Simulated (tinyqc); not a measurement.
Phonon transmission through an interface between two chains by Green functions: one step, computed by the program tinyqc. Command: `OMP_NUM_THREADS=1 python tinyqc.py 3013158 3013159 out.jsonl agf walk`. One thread of a shared host (Intel(R) Xeon(R) Processor @ 2.30GHz), about 0.01 s of CPU time with the checks.

Two semi-infinite chains (masses m_1, m_2; springs k_1, k_2), motion along the chain. The central region holds the end atom of each chain and one interlayer atom of mass m_b, joined by springs k_b. lambda = omega^2 in eV/(angstrom^2 u); nu = 15.6333042 THz x sqrt(lambda).

Problem. Self-energies and the matrix at the probe frequency. In chain i, sin(q_i a/2) = nu/nu_max,i. An outgoing wave makes the next atom move as exp(i q_i a) times the end atom, so the lead adds the self-energy Sigma_i = -k_i exp(i q_i a) to the force-constant matrix; Gamma_i = -2 Im Sigma_i = 2 k_i sin(q_i a). A = lambda M - K - Sigma over the central atoms, with K_ii the sum of the springs at i, K_(i,i+1) = -k_b; G = inverse of A; transmission = Gamma_1 Gamma_2 |G_(first,last)|^2.

Inputs (values chosen for the exercise, for two model chains): mass m_1 = 70.6 u; spring k_1 = 8.15 eV/angstrom^2; mass m_2 = 270 u; spring k_2 = 6.15 eV/angstrom^2; junction spring k_b = 0.722 eV/angstrom^2; interlayer mass m_b = 132 u.

Atoms in the interlayer: one.

probe frequency = 3.916648 THz

band top of chain 1 = 10.62325 THz

band top of chain 2 = 4.718853 THz

Constants: nu for 1 eV/(angstrom^2 u) = 15.6333042 THz.

Give: q_1 a; q_2 a; Gamma_1; Gamma_2; A (complex symmetric).

Solution.

q_1 a = 0.7552 rad

q_2 a = 1.958 rad

Gamma_1 = 11.17 eV/angstrom^2

Gamma_2 = 11.39 eV/angstrom^2

A (complex symmetric) (eV/angstrom^2), rows end of 1, layer 1, end of 2:
$$\begin{pmatrix}
1.494+5.586i & 0.722 & 0.000 \\
0.722 & 6.841 & 0.722 \\
0.000 & 0.722 & 7.751+5.694i
\end{pmatrix}$$
